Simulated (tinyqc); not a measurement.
Resonant-tunnelling diode, transfer matrices and Tsu-Esaki current: effect of temperature at two biases.

Emitter (band edge 0), barrier d1, well Lw, barrier d2, collector (edge -V). The bias drops linearly over these layers and none in the contacts; each layer is cut into ns equal slices, flat at the value of their centres. E is the energy of motion across the layers, C = hbar^2/(2 m0), psi and psi'/m are continuous. Transport is coherent, T(E) is taken as independent of the transverse momentum, and charge in the well is ignored.

The current at V = 0.17 V and at V = 0.26 V, Ef held fixed. For the pair (psi, psi'/m) a flat layer has M = [[cos kd, (m/k) sin kd], [-(k/m) sin kd, cos kd]] with k = sqrt(m (E - U)/C) above its edge U, and M = [[cosh Kd, (m/K) sinh Kd], [(K/m) sinh Kd, cosh Kd]] with K = sqrt(m (U - E)/C) below it. Later slices stand to the left. With M acting on (psi, psi'/m) and v = k/m in each lead, T(E) = 4 vL vR/[(vL vR M12 - M21)^2 + (vR M11 + vL M22)^2]. J = J0 times the integral over E > 0 of T(E) N(E), N = ln[(1 + exp((Ef - E)/Vt))/(1 + exp((Ef - V - E)/Vt))], J0 = q^2 mw m0 kB T/(2 pi^2 hbar^3) (times 1e-4 for A/cm^2 per eV). The integral is converged to the digits shown.

Values chosen for this exercise; masses and offsets close to those of InGaAs wells and InAlAs barriers:
```
symbol  value  unit                                               meaning
mw      0.042    m0                 mass in the well, spacer and contacts
U1       0.51    eV                                        barrier height
m1      0.077    m0                                          barrier mass
d1        2.9    nm                                       emitter barrier
Lw        5.9    nm                                            well width
d2        2.9    nm                                     collector barrier
ns          1                                        slices in each layer
Ef      0.063    eV  Fermi energy of both contacts above their band edges
```

Constants: q = 1.602176634e-19 C, kB = 1.380649e-23 J/K, hbar = 1.054571817e-34 J s, m0 = 9.1093837015e-31 kg, Vt = kB T/q, hbar^2/(2 m0) = 0.0380998212 eV nm^2. Results are converted to the units shown.

Effect of temperature at two biases:
```
T (K)  J at 0.17 V (kA/cm^2)  J at 0.26 V (kA/cm^2)  ratio
40                     30.33                 0.3183  95.28
77                     30.35                 0.3306  91.80
150                    30.60                 0.3798  80.58
220                    31.39                 0.4701  66.76
300                    32.86                 0.7487  43.89
400                    35.36                  2.107  16.79
```

The first current rises from 30.3 to 35.4 kA/cm^2, the second rises from 0.318 to 2.11 kA/cm^2, and their ratio falls from 95.3 to 16.8. Heat lifts electrons to energies where the barriers transmit more, which raises the second current by a far larger factor than the first.

Numbers from tinyqc (`OMP_NUM_THREADS=1 python tinyqc.py 2600045 2600046 out.jsonl`; about 0.03 s on one thread of a shared Intel Xeon 2.30GHz).
